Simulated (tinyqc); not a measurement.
# Free and trapped electrons in a MOS channel with a dense trap tail: effect of the temperature

p-type body, charge-sheet picture, full ionisation (an idealisation for deep acceptors), Boltzmann statistics for free electrons. e = Ec - EF at the surface. Acceptor-like traps of density D(E) = D0 + De exp(-E/Ew) at depth E below Ec, from 0 to Eu, hold n_t = integral of D(E)/(1 + exp((e - E)/Vt)). psi = Eg - Vt ln(Nv/Na) - e; N_dep = sqrt(2 eps0 eps_r Na (psi - Vt)/q); n_f = sqrt(N_dep^2 + 2 eps0 eps_r Vt Nc exp(-e/Vt)/q) - N_dep; Vg = Vfb + psi + q (N_dep + n_t + n_f)/Cox, Cox = eps0 eox/tox.

Nc and Nv are given at 300 K and scale as (T/300 K)^1.5; Eg, Vfb and mf are held fixed. VT is the Vg for n_f = 1e11 cm^-2; swing ln 10 n_f/(dn_f/dVg) at n_f = 1e8 cm^-2; the last three columns are for Vg = VT + 5 V, with free share n_f/(n_f + n_t) and field-effect mobility mf q (dn_f/dVg)/Cox; there EF is near the band edge, where Boltzmann statistics are rough.

Inputs (values chosen for the exercise); band and dielectric values close to those of 4H silicon carbide: band gap Eg = 3.3 eV; relative permittivity eps_r = 9.64; conduction-band density of states at the reference temperature Nc = 1.7e19 cm^-3; valence-band density of states at the reference temperature Nv = 2.52e19 cm^-3; relative permittivity of the insulator eox = 3.9; insulator thickness tox = 62 nm; acceptor density Na = 1.4e16 cm^-3; flat-band voltage without trapped charge Vfb = -2.41 V; constant background density of acceptor-like traps D0 = 1.4e11 cm^-2 eV^-1; density of the tail at the conduction edge De = 3.2e12 cm^-2 eV^-1; decay energy of the tail Ew = 0.06 eV; depth below Ec down to which the traps reach Eu = 0.99 eV; mobility of free electrons mf = 210 cm^2/(V s).

Constants: q = 1.602176634e-19 C, kB = 1.380649e-23 J/K, Vt = kB T/q, eps0 = 8.8541878128e-14 F/cm where lengths are in cm. Results are converted to the units shown.

Results:

| T (K) | e at VT (eV) | VT (V) | q n_t/Cox at VT (V) | swing (mV/decade) | n_f (cm^-2) | free share (%) | field-effect mobility (cm^2/(V s)) |
|---|---|---|---|---|---|---|---|
| 200 | 0.04224 | 3.656 | 0.6767 | 97.13 | 1.727e12 | 84.43 | 206.6 |
| 250 | 0.06503 | 3.490 | 0.5905 | 102.4 | 1.701e12 | 84.70 | 204.8 |
| 300 | 0.09009 | 3.335 | 0.5200 | 112.6 | 1.684e12 | 85.18 | 202.9 |
| 350 | 0.1171 | 3.190 | 0.4639 | 126.4 | 1.673e12 | 85.81 | 201.3 |
| 400 | 0.1457 | 3.053 | 0.4194 | 142.4 | 1.668e12 | 86.53 | 200.0 |
| 500 | 0.2073 | 2.792 | 0.3545 | 177.6 | 1.664e12 | 88.03 | 198.3 |
| 550 | 0.2399 | 2.666 | 0.3298 | 196.2 | 1.663e12 | 88.75 | 197.9 |

Estimate the missing row, T = 450 K.

Computed row:

| T (K) | e at VT (eV) | VT (V) | q n_t/Cox at VT (V) | swing (mV/decade) | n_f (cm^-2) | free share (%) | field-effect mobility (cm^2/(V s)) |
|---|---|---|---|---|---|---|---|
| 450 | 0.1758 | 2.921 | 0.3837 | 159.6 | 1.665e12 | 87.29 | 199.0 |

With this row back in the table: As T goes from 200 to 550, VT falls from 3.66 to 2.67 V, its part due to traps falls from 0.677 to 0.330 V, the swing rises from 97.1 to 196 mV/decade and the field-effect mobility falls from 207 to 198 cm^2/(V s). On heating the same n_f is reached with EF deeper in the gap, where fewer tail states are filled.

tinyqc, about 0.02 s, one thread, Intel Xeon 2.30GHz (shared host): `OMP_NUM_THREADS=1 python tinyqc.py 2222087 2222088 out.jsonl`
